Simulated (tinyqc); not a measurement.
Convergence with the basis: effective-mass impurity with a central-cell term, in a basis of Slater functions. Computed by tinyqc, a small Python program. Command: `OMP_NUM_THREADS=1 python tinyqc.py 3013695 3013696 out.jsonl centralcell walk`. One thread of a shared host (Intel(R) Xeon(R) Processor @ 2.30GHz), about 0.01 s of CPU time with the checks.

The envelope obeys H = -nabla^2 - (2/r) [Z + A exp(-kappa r)] in effective units, with kappa = a*/lambda; positive A deepens the well near the core.

Inputs (values chosen for the exercise, with screening close to that of InAs):
```
quantity                   value      unit
effective mass m           0.187       m_0
dielectric constant eps     15.6         -
charge Z of the core           1         -
central-cell strength A      4.6         -
central-cell range lambda    2.4  angstrom
smallest exponent zeta_1    0.46      1/a*
ratio beta of exponents      2.2         -
```

Impurity: acceptor, one isotropic band.

Constants: Ry = 13.605693123 eV; a_0 = 0.529177210903 angstrom.

Method:
- Units: Ry* = Ry m/eps^2 and a* = a_0 eps/m, with m in m_0.
- kappa = a*/lambda; the hydrogenic ground state is bound by Z^2 Ry*.
- For s functions exp(-zeta r), with s = zeta_i + zeta_j: S = 2/s^3, T = zeta_i zeta_j S, V = -2 Z/s^2, W = -2 A/(s + kappa)^2; each function is normalised by dividing by sqrt(S_ii S_jj).
- Large basis: zeta_i = 0.06 x 1.6^(i-1), i = 1..22, same formulas; for p functions r exp(-zeta r): S = 24/s^5, T = zeta_i zeta_j S (centrifugal term included), V = -12 Z/s^4, W = -12 A/(s + kappa)^4; overlap eigenvalues below 1e-11 are dropped.
- Binding energies are -E Ry*; the effective quantum number is nu = Z/sqrt(-E); |psi(0)|^2 is given relative to the hydrogenic Z^3/(pi a*^3).
- zeta_i = zeta_1 beta^(i-1), i = 1..n.
- The error is the lowest level above the large-basis value.

kappa = 18.3939 1/a*

Ry* = 10.4547 meV

1s binding energy = 11.9274 meV

Error of the 1s level:
```
n  error (meV)  largest exponent (1/a*)
1   4.4209e+00                     0.46
2   4.6972e-01                     1.01
3   2.0942e-01                     2.23
4   8.3268e-02                     4.90
5   4.6593e-03                    10.78
6   2.8589e-03                    23.71
7   2.8295e-03                    52.15
8   2.8144e-03                   114.74
```

The error falls from 4.42 to 0.00281 meV. The last function changes it by less than 5 %: it has levelled off, and what remains is set by beta and zeta_1, not by the range of exponents.

Extremes, crossings and ranges named in words are read from the listed rows.
